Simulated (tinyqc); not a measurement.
Worked calculation: tight binding, honeycomb lattice. One step of it, computed by the program tinyqc.

Problem. Levels at k. Diagonalise the Hermitian matrix.

H(k) at k (eV), order A, B:
```
[[0.294732, -2.639997-0.309233i],
 [-2.639997+0.309233i, 0.294732]]
```

Give: eigenvalues; weights |c|^2 of the basis functions.

Solution.

eigenvalues (eV): [-2.363, 2.953]

weights |c|^2 of the basis functions, order A, B:
```
[[0.500, 0.500],
 [0.500, 0.500]]
```
